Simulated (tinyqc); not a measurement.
Frenkel-Kontorova chain: a misfit dislocation (kink) in a monolayer on a periodic substrate: one step, computed by the program tinyqc.

E = sum_j [(k/2)(x_(j+1) - x_j - b)^2 + (W/2)(1 - cos(2 pi x_j/a))], x_j = a (j + u_j). A kink takes u from 0 to 1: the chain is stretched by one period and has one atom fewer than wells.

Question. Start between two atoms. Discrete chain at f = 0, ends held at u = 0 and 1: E = (k a^2/2) sum (u_(j+1) - u_j)^2 + (W/2) sum (1 - cos 2 pi u_j), gradient g_j = k a^2 (2 u_j - u_(j-1) - u_(j+1)) + pi W sin(2 pi u_j), Hessian 2 k a^2 + 2 pi^2 W cos(2 pi u_j) on the diagonal and -k a^2 beside it. Free atoms j = -n..n-1 start from the continuum shape centred half-way, at j + 1/2.

Inputs (values chosen for the exercise, for a model overlayer):
```
quantity,value,unit
spring constant k,5.02,eV/angstrom^2
substrate period a,4.09,angstrom
corrugation W,4.59,eV
atoms on each side n,8,-
```

kink width l0 = 3.024502

Give: u at the start; E at the start; gradient.

Answer.

u at the start: [0.00026, 0.00074, 0.00210, 0.00594, 0.01678, 0.04735, 0.13211, 0.34165, 0.65835, 0.86789, 0.95265, 0.98322, 0.99406, 0.99790, 0.99926, 0.99974]

E at the start = 17.404 eV

gradient (eV): [0.0056, -0.0063, -0.0178, -0.0500, -0.1382, -0.3239, 0.1623, 3.0961, -3.0961, -0.1623, 0.3239, 0.1382, 0.0500, 0.0178, 0.0063, -0.0056]

Caution: a corrugation above 1 eV is larger than real overlayers usually show; it is chosen to keep the kink narrow.
